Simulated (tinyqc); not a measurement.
Grain-boundary diffusion: Harrison regimes, Fisher and Le Claire analysis, Hart average: one step, computed by the program tinyqc.

A boundary is a slab of width delta with diffusivity D_b, normal to a surface held at constant concentration; it leaks into grains of diffusivity D.

Task: Regime. l = sqrt(D t); P = s delta D_b; alpha = s delta/(2 l); beta = P/(2 D l). Regime A if l > 3 d, C if alpha > 1, B if alpha < 0.1, l < d/4 and beta > 10, otherwise a transition.

Inputs (values chosen for the exercise, for a model polycrystal):
```
quantity              value  unit
boundary width delta   0.87    nm
segregation factor s     10     -
grain size d            6.6    um
temperature T           796     K
time t                 3800     s
```

D = 2.516999e-18 m^2/s

triple product P = 2.469287e-19 m^3/s

Give: lattice diffusion length l; alpha; beta; regime.

Result:

lattice diffusion length l = 0.097799 um

alpha = 0.044479

beta = 5.0156e+05

Regime: B

Boundaries are isolated and lose material sideways, so only the product P can be measured.
